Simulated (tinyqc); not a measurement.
Inside a calculation: six-band hole subbands of a thin body in a field. Values are carried at full precision from step to step, so a last printed digit may differ when a step is redone from the rounded ones.

Constants: hbar^2/2m0 = 3.80998211 eV angstrom^2.

Inputs chosen for the exercise (near those of a p-type Si channel; the results hold for these values, not for the real material): S = (7.69, -2.16, 12.47) 1/TPa (compliances s11, s12, s44); sx = -0.5 GPa (stress along the channel [1-10], negative in compression); b = -2.14 eV (tetragonal potential); d = -4.79 eV (trigonal potential); g1 = 4.3 (Luttinger gamma1); g2 = 0.34 (gamma2); g3 = 1.44 (gamma3); face = 111 (surface); Dso = 0.045 eV (spin-orbit splitting); t = 90 angstrom (body thickness); F = 0 MV/cm (field across the body); kmax = 0.06 1/angstrom (end of the path).

## Strain and its block

exx = eyy = (s11 + s12) sx/2, ezz = s12 sx, exy = -s44 sx/4 (1 GPa/TPa = 1e-3). With e0 the traceless part, B_XX = 2b e0xx - b (e0yy + e0zz) and B_XY = sqrt(3) d exy.

strain:
```
           x          y         z
x  -0.001383   0.001559         0
y   0.001559  -0.001383         0
z          0          0  0.001080
```

B (eV):
```
          X         Y         Z
X   0.00527  -0.01293         0
Y  -0.01293   0.00527         0
Z         0         0  -0.01054
```

## Confinement masses without spin-orbit coupling

C(n n^T)/c has C_XX = (g1 + 4 g2) nx^2 + (g1 - 2 g2)(ny^2 + nz^2) and C_XY = 6 g3 nx ny, n the unit normal; its eigenvalues are the inverse masses along n.

C(n n^T)/c:
```
        X       Y       Z
X  4.3000  2.8800  2.8800
Y  2.8800  4.3000  2.8800
Z  2.8800  2.8800  4.3000
```

masses (m0): 0.7042  0.7042  0.0994

## The matrix for one sine at q = 0

Basis X, Y, Z times spin, hole energies counted downwards from the unstrained edge (the hydrostatic shift is left out), c = hbar^2/2m0. For a symmetric tensor T let C(T) have C_XX = L Txx + M (Tyy + Tzz), C_XY = N Txy (cyclic), L = c (g1 + 4 g2), M = c (g1 - 2 g2), N = 6 c g3. k = q + kz n, n the unit normal, q = k1 u + k2 v with u along the channel [1-10] and v = n x u. H = C(k k^T) + (Dso/3)(1 - L.sigma) - B + e F z with (L_k)_ij = -i epsilon_kij; B is the block C built from the traceless strain with 2b, -b and sqrt(3) d in place of L, M, N. Strain: exx = eyy = (s11 + s12) sx/2, ezz = s12 sx, exy = -s44 sx/4. Hard walls at z = 0 and t; basis sin(j pi z/t), j = 1 to Nz: kz^2 = (j pi/t)^2, kz = -i D with D_jl = 4 j l/(t (j^2 - l^2)), z_jj = t/2 and z_jl = -8 t j l/(pi (j^2 - l^2))^2 for j + l odd; 1 MV/cm = 0.01 eV/angstrom.

Nz = 1, in meV.

H (meV):
```
              X+            Y+      Z+            X-            Y-      Z-
X+         29.69  26.30+15.00i   13.37             0             0  -15.00
Y+  26.30-15.00i         29.69   13.37             0             0  15.00i
Z+         13.37         13.37   45.50         15.00       -15.00i       0
X-             0             0   15.00         29.69  26.30-15.00i   13.37
Y-             0             0  15.00i  26.30+15.00i         29.69   13.37
Z-        -15.00       -15.00i       0         13.37         13.37   45.50
```

## Its levels

Diagonalise; the levels come in pairs. Give each pair and its weights on X, Y, Z, summed over spin and averaged over the pair.

levels (meV): -4.09  28.72  80.25

weights:
```
   pair 1  pair 2  pair 3
X   0.459   0.229   0.311
Y   0.459   0.229   0.311
Z   0.081   0.542   0.377
```

## More sines

The four lowest pairs at q = 0.

Hole energies (meV):

| Nz | pair 1 | pair 2 | pair 3 | pair 4 |
|---|---|---|---|---|
| 1 | -4.09 | 28.72 | 80.25 | - |
| 2 | -4.09 | 16.29 | 28.72 | 55.01 |
| 4 | -4.09 | 16.29 | 28.72 | 49.42 |
| 8 | -4.09 | 16.29 | 28.72 | 49.42 |
| 16 | -4.09 | 16.29 | 28.72 | 49.42 |

One sine is exact for the top subband, since without a field nothing joins different j at q = 0. The second pair lies 20.4 meV deeper.

## Dispersion of the top subband

Nz = 14; the two lowest levels (spin-split where the field breaks inversion), in meV from their value at q = 0.

Energies (meV):

| \|q\| (1/angstrom) | u a | u b | v a | v b |
|---|---|---|---|---|
| 0.015 | 6.07 | 6.07 | 1.63 | 1.63 |
| 0.030 | 22.19 | 22.19 | 5.34 | 5.34 |
| 0.045 | 37.90 | 37.90 | 10.05 | 10.05 |
| 0.060 | 48.65 | 48.65 | 15.85 | 15.85 |

From the mean of each pair in the first row, c q^2/E gives 0.14 m0 along u and 0.52 m0 along v. Without a field each pair stays degenerate. These masses hold for the first row only: the band bends further out.

## Checks

- Top level at q = 0 on (001) without field and stress against c (g1 - 2 g2)(pi/t)^2, eV: both 0.01681.
- Hermiticity, and E(q) against E(-q): they agree to 1e-10 or better.

Program tinyqc; command `OMP_NUM_THREADS=1 python tinyqc.py 1281326 1281327 out.jsonl`; about 0.4 s on one thread of a shared Intel(R) Xeon(R) Processor @ 2.30GHz.
